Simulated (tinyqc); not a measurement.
One-sided p+-n junction, ionisation integral and breakdown: two steps of the calculation.

A p+ layer at x < 0 and an n drift layer from x = 0. Depletion approximation, built-in voltage neglected. Local ionisation coefficients alpha_n = an exp(-(bn/E)^mx), alpha_p = ap exp(-(bp/E)^mx). Electrons move towards +x, holes towards x = 0.

Parameters, values chosen for the exercise; material values close to those of silicon:
```
symbol   value   unit                                           meaning
eps_r     11.5                                    relative permittivity
an      7.43e5   1/cm  prefactor of the electron ionisation coefficient
bn      1.17e6   V/cm                      field constant for electrons
ap       1.6e6   1/cm      prefactor of the hole ionisation coefficient
bp      1.99e6   V/cm                          field constant for holes
mx           1                                                 exponent
N       6.6e15  cm^-3                  donor density of the drift layer
V         57.2      V                                   reverse voltage
fr         0.6         share of the depleted width that the grid covers
```

Constants: q = 1.602176634e-19 C, eps0 = 8.8541878128e-14 F/cm where lengths are in cm. Results are converted to the units shown.

Question 1. Field and ionisation coefficients on a grid. W = sqrt(2 eps0 eps_r V/(q N)), peak field E0 = q N W/(eps0 eps_r), falling linearly to 0 at W. Grid: 12 equal steps from 0 to fr W.

Find: W; x; E; alpha_n; alpha_p.

Answer 1.

W = 3.3190 um
x, point 0 to 12 (um): [0.0000, 0.1660, 0.3319, 0.4979, 0.6638, 0.8298, 0.9957, 1.1617, 1.3276, 1.4936, 1.6595, 1.8255, 1.9914]
E, point 0 to 12 (kV/cm): [344.68, 327.45, 310.21, 292.98, 275.74, 258.51, 241.28, 224.04, 206.81, 189.57, 172.34, 155.11, 137.87]
alpha_n, point 0 to 12 (1/cm): [24934, 20855, 17100, 13698, 10672, 8042.7, 5821.1, 4008.7, 2594.2, 1551.1, 836.78, 393.56, 153.29]
alpha_p, point 0 to 12 (1/cm): [4974.4, 3670.9, 2619.0, 1795.8, 1174.6, 726.01, 418.93, 222.13, 105.96, 44.182, 15.465, 4.2871, 0.86231]

Question 2. Ionisation integrals by the trapezoid rule. G(x) = integral from 0 to x of (alpha_n - alpha_p); I_n = integral of alpha_n exp(-G) (electrons injected at x = 0), I_p = integral of alpha_p exp(G(end) - G) (holes injected at the far edge); M = 1/(1 - I). All integrals by the trapezoid rule on the grid.

x, point 0 to 12 (um): [0.0000000, 0.1659507, 0.3319014, 0.4978522, 0.6638029, 0.8297536, 0.9957043, 1.1616550, 1.3276057, 1.4935565, 1.6595072, 1.8254579, 1.9914086]
alpha_n, point 0 to 12 (1/cm): [24934.429, 20855.015, 17100.177, 13697.722, 10672.154, 8042.7202, 5821.0854, 4008.7146, 2594.2182, 1551.1167, 836.77758, 393.56130, 153.29053]
alpha_p, point 0 to 12 (1/cm): [4974.3693, 3670.8831, 2619.0273, 1795.8037, 1174.6069, 726.01241, 418.93415, 222.13106, 105.96198, 44.181830, 15.465219, 4.2870652, 0.86231332]

Wanted: G; alpha_n exp(-G); I_n; I_p; M_n; M_p.

Answer 2.

G, point 0 to 12: [0.000, 0.308, 0.571, 0.790, 0.967, 1.107, 1.212, 1.289, 1.341, 1.374, 1.393, 1.403, 1.408]
alpha_n exp(-G), point 0 to 12 (in units of 1e4 1/cm): [2.493, 1.532, 0.966, 0.622, 0.406, 0.266, 0.173, 0.110, 0.068, 0.039, 0.021, 0.010, 0.004]
I_n = 0.9063
I_p = 0.5694
M_n = 10.68
M_p = 2.322

tinyqc, about 0.04 s, one thread, Intel Xeon 2.30GHz (shared host): `OMP_NUM_THREADS=1 python tinyqc.py 2120034 2120035 out.jsonl`
